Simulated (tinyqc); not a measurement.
# Ballistic Schottky-barrier transistor with a two-dimensional channel, WKB contacts: ambipolar transfer curve

Source Fermi level 0, drain Fermi level -Vd. Far from the contacts Ec = pn - psi, and the gate moves psi one to one; the band edges relax as exp(-x/lam) from pn at the source and pn - Vd at the drain; Ev = Ec - Eg. A carrier of energy w inside the channel band meets at a contact a barrier of height D (the contact edge beyond the channel edge): T = 1 for w >= D, else exp(-S), S = 4 lam sqrt(m/C) [sqrt(D - w) - sqrt(w) arctan sqrt((D - w)/w)], C = hbar^2/(2 m0). The two contacts combine as Ts Td/(Ts + Td - Ts Td).

I/W = g (2 q^2/h) int T(w) [N(Es + w) - N(Ed + w)] dw with w the energy of motion along the channel, N(y) = (1/2 pi) sqrt(pi m kB T/C) Fm(-y/kB T), Fm(x) = (1/sqrt(pi)) int_0^infinity u^(-1/2)/(1 + exp(u - x)) du. Electrons: Ds = psi, Dd = psi - Vd, Es = Ec, Ed = Ec + Vd. Holes: Ds = -psi, Dd = Vd - psi, Es = -Ev, Ed = -Ev - Vd. The size of each current is taken; both flow from drain to source and add. The integrals are converged. Swing = d(psi)/d(log10 I).

Values chosen for this exercise; channel values close to those of a tungsten diselenide layer: temperature T = 300 K; band gap Eg = 1.4 eV; barrier for electrons at both contacts pn = 0.9 eV; electron mass mn = 0.37 m0; hole mass mp = 0.41 m0; valleys or subbands g = 2; screening length at the contacts lam = 2.8 nm; drain bias Vd = 0.05 V.

Constants: q = 1.602176634e-19 C, kB = 1.380649e-23 J/K, hbar = 1.054571817e-34 J s, h = 6.62607015e-34 J s, m0 = 9.1093837015e-31 kg, Vt = kB T/q, hbar^2/(2 m0) = 0.0380998212 eV nm^2. Results are converted to the units shown.

Ambipolar transfer curve:
```
ps (V)  electrons (uA/um)  holes (uA/um)  I (uA/um)  swing (mV/decade)
-0.4            7.017e-20       0.001796   0.001796             -128.7
-0.27           1.072e-17       2.007e-4   2.007e-4             -146.3
-0.14           1.637e-15       3.013e-5   3.013e-5             -169.7
0               3.680e-13       4.643e-6   4.643e-6             -166.0
0.13            2.609e-12       9.203e-8   9.203e-8             -59.53
0.26            1.663e-11      6.026e-10  6.192e-10             -61.84
0.39            1.415e-10      3.946e-12  1.455e-10              142.9
0.52             1.597e-9      2.583e-14   1.597e-9              117.8
0.65             2.234e-8      1.692e-16   2.234e-8              109.8
0.79             4.593e-7      7.523e-19   4.593e-7              103.9
0.92             8.683e-6      4.926e-21   8.683e-6              100.4
1.05             1.615e-4      3.225e-23   1.615e-4              108.1
```

What does the table show?

I goes from 0.00180 through a minimum of 1.45e-10 (at ps = 0.39 V among the rows listed) to 1.61e-4 uA/um; the exact minimum lies at psi = 0.341 V. Holes carry the left branch and electrons the right. The ratio of the last row to the smallest is 1.11e6 and of the first row 1.23e7, with barriers of 0.9 eV for electrons and 0.500 eV for holes. The steepest swing among the rows is 59.5 mV/decade, against the thermionic limit 59.5.

Range of the model: No scattering, image-force lowering, channel charge or band-to-band tunnelling; parabolic kappa overstates S deep in the gap.

Computed by the program tinyqc: `OMP_NUM_THREADS=1 python tinyqc.py 2390122 2390123 out.jsonl`, one thread of a shared Intel Xeon 2.30GHz, about 0.3 s for the whole run.
